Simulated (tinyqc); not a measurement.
Voltage acceleration of oxide breakdown, four models on the same data: one step of the calculation.

Field E = V/tox in MV/cm. Models: ln(t63/1 s) = a - c X with X = E (E model), -1/E (1/E model), ln V (power law, c the exponent n) or sqrt(E).

Task. Fitting the models. The three stress times were made with the E model, c = 2.53, and are treated as data. For each model fit ln t63 on X by least squares over the three points.

Inputs (values chosen for the exercise): oxide thickness tox = 4.5 nm.

V, stress 0 to 2 (V): [4.8, 5.64, 6.38]
t63, stress 0 to 2 (s): [4.836e5, 4300, 67.08]

Give: c; a; largest misfit in ln t63 (0: below 0.002).

Result.

c, model E to sqrt E: [2.5300, 379.05, 31.121, 17.769]
a, model E to sqrt E: [40.076, -22.285, 61.995, 71.169]
largest misfit in ln t63 (0: below 0.002), model E to sqrt E: [0.00000, 0.40753, 0.20665, 0.10381]

The worst misfit of any model is 0.41 in ln t63, a factor of 1.50 in time, comparable to the scatter of t63 from small samples, so such data hardly tell the models apart.

Range of the model: All four laws are empirical fits; none is established far below the stress range.

Numbers from tinyqc (`OMP_NUM_THREADS=1 python tinyqc.py 2070090 2070091 out.jsonl`; about 0.01 s on one thread of a shared Intel Xeon 2.30GHz).
